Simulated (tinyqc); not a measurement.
Where in the gap a trap does harm: carrier lifetime from Shockley-Read-Hall, radiative, Auger and surface recombination. Computed by tinyqc, a small Python program. Command: `OMP_NUM_THREADS=1 python tinyqc.py 3019866 3019867 out.jsonl lifetime walk`. One thread of a shared host (Intel(R) Xeon(R) Processor @ 2.30GHz), about 0.02 s of CPU time with the checks.

Energies are counted from the top of the valence band. Boltzmann statistics, full ionisation, and equal excess densities of electrons and holes.

Inputs (values chosen for the exercise, with bands modelled on ZnSe):
```
quantity                          value   unit
gap E_g                            2.76     eV
electron mass m_e                 0.146    m_0
valleys M_c                           1      -
hole mass m_h                     0.755    m_0
temperature T                       250      K
doping N                        4.6e+17  cm^-3
trap level E_t                     2.53     eV
trap density N_t                7.2e+14  cm^-3
electron cross-section sigma_n  1.2e-16   cm^2
hole cross-section sigma_p      1.4e-14   cm^2
```

Doping: n-type. Surface term: none.

Constants: m_0 = 9.1093837015e-31 kg; k_B = 1.380649e-23 J/K; h = 6.62607015e-34 J s; k_B = 8.617333262e-05 eV/K.

Method:
- N_c = 2 M_c (2 pi m_e k_B T/h^2)^(3/2) and N_v = 2 (2 pi m_h k_B T/h^2)^(3/2), masses in units of m_0.
- n_i = sqrt(N_c N_v) exp(-E_g/2 k_B T); majority density N/2 + sqrt(N^2/4 + n_i^2), minority density n_i^2 over it.
- v = sqrt(3 k_B T/m) with m_e or m_h; tau_n0 = 1/(sigma_n v_n N_t), tau_p0 = 1/(sigma_p v_p N_t); n1 = N_c exp(-(E_g - E_t)/k_B T), p1 = N_v exp(-E_t/k_B T).
- Low injection: tau = [tau_p0 (n_0 + n1) + tau_n0 (p_0 + p1)]/(n_0 + p_0). Depleted region (n = p = 0): generation lifetime tau_g = (tau_p0 n1 + tau_n0 p1)/n_i. n1 = N_c exp(-(E_g - E_t)/k_B T), p1 = N_v exp(-E_t/k_B T).

tau_p0 = 8.08510e-09 s

n_0 = 4.60e+17 cm^-3

N_c = 1.06495e+18 cm^-3

tau_n0 = 4.14796e-07 s

p_0 = 6.65489e-37 cm^-3

N_v = 1.25234e+19 cm^-3

n_i = 5.53286e-10 cm^-3

The same trap at other energies:
```
E_t (eV)  SRH lifetime (s)  generation lifetime (s)
0.166           1.3171e-08               4.2286e+18
0.414           8.0851e-09               4.2338e+13
0.690           8.0851e-09               1.1556e+08
0.966           8.0851e-09               3.1543e+02
1.242           8.0851e-09               8.6097e-04
1.380           8.0851e-09               1.4248e-06
1.518           8.0851e-09               1.4294e-06
1.794           8.0851e-09               5.2283e-01
2.070           8.0851e-09               1.9155e+05
2.346           8.0851e-09               7.0177e+10
2.594           8.0935e-09               7.0089e+15
```

The SRH lifetime (other channels left aside) stays within 10 % of its least value, among these rows, from E_t = 0.414 to 2.594 eV. The generation lifetime has a sharp minimum, among these rows at 1.38 eV and exactly at 1.449 eV, where tau_p0 n1 = tau_n0 p1, since generation needs two thermal jumps and the larger one rules. Caution: the doping is near the effective density of states, where Boltzmann statistics fail and the gap narrows.

Extremes, crossings and ranges named in words are read from the listed rows.
